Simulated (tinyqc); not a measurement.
# Pillar capacitor in an array: capacitance, non-linearity, leakage and relaxation: several studies

A film between two metal electrodes, each interface adding a series capacitance ci. The small-signal permittivity is ek (1 + aq E^2); the field is found with the linear permittivity. Leakage J = J0 sinh(E/Ef). After a voltage step the film passes a relaxation current kr C V tt^(-nr), tt being the time in seconds. The sidewall is a coaxial capacitor with radii a = dm/2 and b = dm/2 + t, depth AR dm; the end face is left out.

Parameters, values chosen for the exercise; permittivity of the order of that of titanium dioxide:
```
symbol    value       unit                                                             meaning
ek         86.3                                              relative permittivity of the film
t            16         nm                                                      film thickness
ci         1000    uF/cm^2  capacitance of each electrode interface (dead layer and screening)
aq        0.026  cm^2/MV^2                     quadratic field coefficient of the permittivity
V           2.1          V                                                                bias
nr        0.974                                             exponent of the relaxation current
kr      0.00027                                                     strength of the relaxation
J0      1.5e-10     A/cm^2                                                   leakage prefactor
Ef         0.36      MV/cm                             field for an e-fold rise of the leakage
AR           30                                              aspect ratio, depth over diameter
pt          420         nm                                           pitch of the square array
rho         520    uohm cm                                  resistivity of the inner electrode
t0         2e-8          s                                         duration of the write pulse
```

Constants: eps0 = 8.8541878128e-14 F/cm where lengths are in cm. Results are converted to the units shown.

Each table varies one quantity; the others keep the values above.

## Capacitance, non-linearity and leakage against thickness

Planar film: Cf = eps0 ek/t, 1/C = 1/Cf + 2/ci, EOT = 3.9 eps0/C, effective permittivity C t/eps0, E = (V/t) C/Cf; quadratic coefficient [C(V)/C - 1]/V^2 with Cf (1 + aq E^2) in C(V).

Capacitance, non-linearity and leakage against thickness:
```
t (nm),C (uF/cm^2),EOT (nm),effective permittivity,E (MV/cm),quadratic coefficient (ppm/V^2),J (A/cm^2)
8.1,9.259,0.3730,84.70,2.545,3.735e4,8.806e-8
10,7.526,0.4588,85.00,2.068,2.480e4,2.346e-8
13,5.810,0.5944,85.30,1.597,1.484e4,6.326e-9
17,4.455,0.7752,85.53,1.224,8755,2.247e-9
22,3.449,1.001,85.70,0.9480,5261,1.039e-9
28,2.714,1.272,85.83,0.7459,3262,5.861e-10
36,2.114,1.634,85.94,0.5809,1981,3.616e-10
47,1.621,2.131,86.02,0.4454,1166,2.367e-10
60,1.270,2.718,86.08,0.3491,716.7,1.694e-10
```

What does the table show?

C falls from 9.26 to 1.27 uF/cm^2 while the effective permittivity goes from 84.7 to 86.1 (ek = 86.3). EOT is a straight line in t with slope 3.9/ek = 0.0452 and intercept 0.00691 nm. The quadratic coefficient goes as t^(-1.94) between the first two rows and t^(-1.99) between the last two (-2 without interfaces), and J falls by 2.72 decades.

## Cell against the diameter of the pillar

Per length 1/c = ln(b/a)/(2 pi eps0 ek) + (1/a + 1/b)/(2 pi ci); cell capacitance c AR dm; per footprint over pt^2; fields c V/(2 pi eps0 ek r) at r = a and b; resistance of the inner electrode rho AR dm/(pi a^2); time constant R C/3 of the distributed line. The pitch is scaled as pt dm/(180 nm).

Cell against the diameter of the pillar:
```
dm (nm),cell capacitance (fF),per footprint (uF/cm^2),field at a (MV/cm),field at b (MV/cm),R (kohm),R C/3 (ps)
42,10.57,110.1,1.748,0.9921,4.729,16.67
56,17.67,103.5,1.643,1.046,3.547,20.89
75,30.11,98.31,1.561,1.094,2.648,26.58
100,51.38,94.37,1.498,1.135,1.986,34.02
130,84.27,91.59,1.454,1.167,1.528,42.92
180,156.9,88.97,1.412,1.199,1.103,57.73
240,273.6,87.23,1.385,1.222,0.8276,75.47
320,479.0,85.92,1.364,1.240,0.6207,99.11
```

As dm goes from 42 to 320, the cell capacitance rises from 10.6 to 479 fF, the capacitance per footprint falls from 110 to 85.9 uF/cm^2, the ratio of the two fields falls from 1.76 to 1.10 and R C/3 rises from 16.7 to 99.1 ps; the time constant goes as dm^(0.79) between the first two rows and dm^(0.95) between the last two.

## Charge lost after writing

Planar film: Cf = eps0 ek/t, 1/C = 1/Cf + 2/ci, EOT = 3.9 eps0/C, effective permittivity C t/eps0, E = (V/t) C/Cf. A capacitor written for t0 and then left open loses, as a share of C V, kr (tt^(1 - nr) - t0^(1 - nr))/(1 - nr) by relaxation and J tt/(C V) by leakage; both are taken as small, and rows far outside that range are left out.

The same in every row: leakage current (nA/cm^2) = 2.7741.

Result of one run:
```
tt (s),relaxation current (nA/cm^2),loss by relaxation (%),loss by leakage (%),total loss (%)
1e-5,1.9884e5,0.11486,2.7925e-7,0.11486
```

What becomes of these results when the time since the start of the write pulse tt is changed from 1e-5 to 10 s, all else the same?

Result of the changed run:
```
tt (s),relaxation current (nA/cm^2),loss by relaxation (%),loss by leakage (%),total loss (%)
10,0.28477,0.44757,0.27925,0.72682
```

The whole series:
```
tt (s),relaxation current (nA/cm^2),loss by relaxation (%),loss by leakage (%),total loss (%)
1e-6,1.8728e6,0.070124,2.7925e-8,0.070124
1e-5,1.9884e5,0.11486,2.7925e-7,0.11486
0.0001,21110,0.16235,2.7925e-6,0.16236
0.001,2241.3,0.21278,2.7925e-5,0.21281
0.01,237.95,0.26631,2.7925e-4,0.26659
0.1,25.264,0.32315,0.0027925,0.32595
1,2.6822,0.38350,0.027925,0.41142
10,0.28477,0.44757,0.27925,0.72682
100,0.030234,0.51559,2.7925,3.3081
```

The two currents are equal at tt = 0.966 s. The loss by relaxation grows from 0.0701 to 0.516 %, by 0.0447 points over the first decade and 0.0680 over the last, while the loss by leakage grows tenfold a decade. Leakage is the larger loss for tt = 100 s. For tt = 100 the falling voltage would already cut the leakage, so the linear estimate overstates the loss.

Program tinyqc, `OMP_NUM_THREADS=1 python tinyqc.py 2102205 2102206 out.jsonl`; Intel Xeon 2.30GHz, shared host, one thread, about 0.01 s.
